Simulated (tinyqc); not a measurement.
Lattice vibrations of a chain, step by step. Computed by tinyqc, a small Python program that keeps every step. Command: `OMP_NUM_THREADS=1 python tinyqc.py 23116 23117 out.jsonl` (the two numbers bound the seeds that draw the settings). One thread of a shared host (Intel(R) Xeon(R) Processor @ 2.60GHz), about 0.01 s of CPU time with the checks.

## Dynamical matrix at q = 0.32

A chain moving along its axis:
```
atom  mass (u)  spring to the next atom (eV/angstrom^2)
1       8.6000                                  20.9000
2      36.1000                                  14.2000
```

q is in units of 2 pi/a. A spring k from atom i to atom j, n cells on, adds k to Phi_ii and Phi_jj, -k exp(2 pi i q n) to Phi_ij and the conjugate to Phi_ji (for one atom a cell: 2k (1 - cos 2 pi q n)); D_ij = Phi_ij / sqrt(m_i m_j).

D(q) (eV/(angstrom^2 u)):
```
                 1                2
1           4.0814  -0.8430+0.7292i
2  -0.8430-0.7292i           0.9723
```

## Frequencies

omega^2 are the eigenvalues; wavenumber = 521.4708 sqrt(eigenvalue) 1/cm.

eigenvalues: 0.6140  4.4397

wavenumbers (1/cm): 408.6  1098.8

weights |e|^2 of the mass-weighted modes:
```
        mode 1  mode 2
atom 1  0.0937  0.9063
atom 2  0.9063  0.0937
```

## Dispersion and heat capacity

C/k_B per atom = mean over q = (j + 1/2)/80, j = 0..39 and all branches of y^2 e^y/(e^y - 1)^2, y = hc wavenumber / k_B T.

Wavenumbers (1/cm):
```
q       branch 1   branch 2
0.0000    0.0000  1172.2885
0.0625   88.7470  1168.9244
0.1250  175.5640  1159.0676
0.1875  258.3573  1143.4649
0.2500  334.6691  1123.5021
0.3125  401.4196  1101.4185
0.3750  454.6554  1080.5318
0.4375  489.6355  1065.1373
0.5000  501.9326  1059.3980
```

Heat capacity:
```
T (K)  C/k_B per atom
20             0.0322
50             0.0814
100            0.1719
200            0.3396
300            0.4746
600            0.7562
1200           0.9241
```

zero-point energy per atom = 44.2448 meV
